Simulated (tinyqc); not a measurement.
# Low-temperature mobility of a two-dimensional electron gas with static screening, step by step

A worked calculation. Computed by tinyqc, a small Python program that keeps every step. Command: `OMP_NUM_THREADS=1 python tinyqc.py 3004399 3004400 out.jsonl twodeg walk`. One thread of a shared host (Intel(R) Xeon(R) Processor @ 2.30GHz), about 0.01 s of CPU time with the checks. Intermediate numbers are printed to about 6 digits and carried at full precision; extremes and crossings named in words are read from the listed rows.

One subband is filled, the gas is degenerate and scatters at the Fermi circle; one permittivity serves on both sides of the interface. All formulas are in SI units, masses times m_0. Piezoelectric and polar phonons are left out, and n_s is taken as set by a gate, independent of N_i.

Inputs (values chosen for the exercise, modelled on an InAs channel):
```
quantity                                        value    unit
in-plane mass m                                0.0299     m_0
mass across the layer m_z                      0.0296     m_0
permittivity eps                                 14.8       -
valley degeneracy g_v                               1       -
sheet density n_s                             7.6e+11  1/cm^2
depletion charge N_d                          4.5e+10  1/cm^2
roughness height Delta                           0.49      nm
correlation length Lambda                         6.3      nm
remote charge density N_i                     6.6e+10  1/cm^2
distance d of the charges from the interface       12      nm
density rho                                      5680  kg/m^3
sound velocity v_l                               4320     m/s
deformation potential D_A                         6.3      eV
temperature T                                      20       K
```

Wave function: ideal sheet. Roughness spectrum: Gaussian.

Constants: m_0 = 9.1093837015e-31 kg; e = 1.602176634e-19 C; eps_0 = 8.8541878128e-12 F/m; hbar = 1.054571817e-34 J s; k_B = 1.380649e-23 J/K.

## Fermi circle, screening and layer thickness

k_F = sqrt(2 pi n_s/g_v); E_F = hbar^2 k_F^2/(2 m); q_TF = g_v m e^2/(2 pi eps eps_0 hbar^2); Fang-Howard parameter b = [12 m_z e^2 (N_d + 11 n_s/32)/(eps eps_0 hbar^2)]^(1/3), mean depth 3/b; effective field F = e (N_d + n_s/2)/(eps eps_0).

k_F = 0.218523 1/nm

E_F = 60.8478 meV

q_TF = 0.0763552 1/nm

b = 0.259397 1/nm

mean depth = 11.5653 nm

effective field F = 0.0519624 MV/cm

q_TF/(2 k_F) = 0.17: screening is weak for back-scattering. Caution: E_F exceeds 1.1 (hbar^2 e^2 F^2/2 m_z)^(1/3), of the order of the first subband spacing (1.75 times that in a triangular well, less with self-consistent band bending), so a second subband may fill.

## The integrands at a few angles

Form factors of a sheet of zero thickness: G(q) = 1, P(q) = exp(-q d). Dielectric function eps(q) = 1 + q_TF G(q)/q, with q = 2 k_F sin(theta/2). Roughness: <|U|^2> = (e F)^2 S(q), S = pi Delta^2 Lambda^2 exp(-q^2 Lambda^2/4). Remote charges: <|U|^2> = N_i [e^2 P(q)/(2 eps eps_0 q)]^2. The last two columns are (m/(pi hbar^3)) <|U|^2>/eps(q)^2.

Integrands (1e9/(s rad)):
```
theta (degrees)  q (1/nm)  G   eps(q)  roughness  remote charges
5                0.019064  1  5.00527     6.1007     3.25324e+03
15               0.057046  1  2.33849    27.1588     6.68921e+02
30               0.113116  1  1.67502    48.1533     8.63354e+01
60               0.218523  1  1.34942    52.4487     2.84004e+00
90               0.309038  1  1.24707    38.2352     1.89390e-01
135              0.403777  1  1.18910    21.5177     1.25593e-02
180              0.437046  1  1.17471    16.7044     4.94331e-03
```

## Interface roughness

1/tau_t = (m/(pi hbar^3)) int_0^pi (1 - cos theta) <|U|^2>/eps(q)^2 dtheta; the quantum rate 1/tau_q drops the factor (1 - cos theta); 200 Gauss-Legendre points in s with theta = pi s^2, s from 0 to 1; mu = e tau_t/m.

tau_t, roughness = 11.8640 ps

tau_q, roughness = 9.79064 ps

roughness mobility = 697878 cm^2/(V s)

tau_t/tau_q, roughness = 1.21176

k_F Lambda = 1.38.

## Remote charges

The formulas are those given above.

tau_t, charges = 86.5281 ps

tau_q, charges = 1.21558 ps

remote-charge mobility = 5.08988e+06 cm^2/(V s)

tau_t/tau_q, charges = 71.1827

With D = d = 12.0 nm, k_F D = 2.62 and q_TF D = 0.92. When both are large, only small angles survive the factor exp(-2 q D) and tau_t/tau_q tends to (2 k_F D)^2, here 27.5; weak screening sharpens the forward peak, so the ratio is larger.

## Acoustic phonons

Unscreened deformation potential in equipartition: 1/tau = m D_A^2 k_B T I/(rho v_l^2 hbar^3), I = int |psi|^4 dz = 3 b/16 for the Fang-Howard function (used for both wave-function options); mu = e tau/m. Bloch-Grueneisen temperature T_BG = 2 hbar v_l k_F/k_B.

acoustic mobility = 1.96224e+07 cm^2/(V s)

T_BG = 14.4213 K

Caution: T is not well above T_BG, where phonon scattering freezes out faster than equipartition says; the acoustic mobility is a lower bound.

## All together

At the Fermi circle the rates add, so 1/mu is the sum; sheet resistance 1/(n_s e mu); mean free path hbar k_F mu/e; the quantum time adds the rates 1/tau_q, with the isotropic acoustic rate e/(m mu).

Mobilities:
```
process           mu (cm^2/(V s))  share of 1/mu (%)
roughness                  697878            85.2750
remote charges        5.08988e+06            11.6921
acoustic phonons      1.96224e+07            3.03284
```

mobility mu = 595116 cm^2/(V s)

sheet resistance = 13.7999 ohm

mean free path = 8559.81 nm

Dingle ratio tau_t/tau_q = 9.38645

The largest single share of 1/mu (85 %) belongs to roughness: the field presses the gas against the interface, and the rate goes as F^2. The Dingle ratio of 9.39 marks small-angle scattering by a smooth potential.

Checks made by the program: angular integral against adaptive quadrature (relative difference below 1e-10).
